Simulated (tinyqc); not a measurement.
# Channel mobility from two channel lengths

Inverse problem. Two power MOSFETs differ only in channel length: R_on = R_rest + Lc (Wp + a)/(2 mch Cox Vov), Cox = 3.9 eps0/tox. Find mch and R_rest.

Values chosen for this exercise:

| symbol | value | unit | meaning |
|---|---|---|---|
| tox | 36 | nm | gate oxide thickness (eps_r 3.9) |
| Vov | 10 | V | gate overdrive |
| Wp | 5.3 | um | width of the p body in one cell, channels included |
| a | 2.7 | um | gap between neighbouring p bodies |

Constants: eps0 = 8.8541878128e-14 F/cm where lengths are in cm. Results are converted to the units shown.

R_on at Lc = 0.62 and 2 um (mohm cm^2): [3.1927390, 6.0701258]

Answer. R_on is a straight line in Lc; its slope gives mch and its intercept the rest.

mch = 20.0 cm^2/(V s)
R_rest = 1.90 mohm cm^2

Numbers from tinyqc (`OMP_NUM_THREADS=1 python tinyqc.py 2230153 2230154 out.jsonl`; about 0.01 s on one thread of a shared Intel Xeon 2.30GHz).
